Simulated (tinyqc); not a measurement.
Deal-Grove kinetics of thermal oxidation of silicon: one step, computed by the program tinyqc.

Oxidant diffuses through the oxide and reacts at the interface, so that dx/dt = B/(A + 2x) for the oxide thickness x.

Problem. Two steps, the one at T2 first. B = B0 p exp(-E_B/(k_B T)), B/A = (B/A)0 p^m exp(-E_A/(k_B T)), p in atm; A = B/(B/A). Temperatures in kelvin are T(C) + 273.15. tau = (x_i^2 + A x_i)/B and x = (A/2) [sqrt(1 + 4 B (t + tau)/A^2) - 1], the root of x^2 + A x = B (t + tau). First t2 at T2 from x_i, then t at T from the thickness reached.

Inputs (values chosen for the exercise, close to those used for silicon):
```
quantity,value,unit
prefactor B0,407,um^2/h
activation energy E_B,0.778,eV
prefactor (B/A)0,8.37e+07,um/h
activation energy E_A,2.05,eV
temperature T,1075,C
oxidant pressure p,1,atm
pressure exponent m of B/A,1,-
initial oxide x_i,0.01,um
time t,4.9,h
"temperature of step 2, T2",900,C
"time of step 2, t2",0.92,h
```

Ambient: steam. Surface: (100). Extension: second step.

length A = 0.2766790 um

parabolic constant B = 0.5025778 um^2/h

Constants: k_B = 8.617333262e-05 eV/K.

Give: thickness after t2 at T2; final thickness in this order.

Solution.

thickness after t2 at T2 = 0.12008 um

final thickness in this order = 1.4521 um
